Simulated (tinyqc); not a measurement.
## Level and width from two currents at zero temperature

Question. In a resonant-tunnelling diode at zero temperature a sharp resonance at Er = E0 - alpha V between the emitter band edge and Ef carries J = K (pi/2) G Tp (Ef - Er), K = q^3 mw m0/(2 pi^2 hbar^3) (times 1e-4 for A/cm^2 per eV^2), with G its full width and Tp its peak transmission, G Tp taken as constant, and no back flow. Find G Tp and E0.

Parameters, values chosen for the exercise; masses and offsets close to those of InGaAs wells and AlAs barriers:

| symbol | value | unit | meaning |
|---|---|---|---|
| mw | 0.04 | m0 | mass in the well, spacer and contacts |
| Ef | 0.13 | eV | Fermi energy of both contacts above their band edges |
| alpha | 0.48 |  | share of the bias at the well |

Constants: q = 1.602176634e-19 C, hbar = 1.054571817e-34 J s, m0 = 9.1093837015e-31 kg. Results are converted to the units shown.

J at V = 0.19 and 0.38 V (kA/cm^2): 85.900507  493.92791

Answer. J is linear in V: the slope gives G Tp, and the onset V0, where the line meets zero, gives E0 = Ef + alpha V0.

G Tp = 4.40 meV
E0 = 0.202 eV

Program tinyqc, `OMP_NUM_THREADS=1 python tinyqc.py 2600110 2600111 out.jsonl`; Intel Xeon 2.30GHz, shared host, one thread, about 0.3 s.
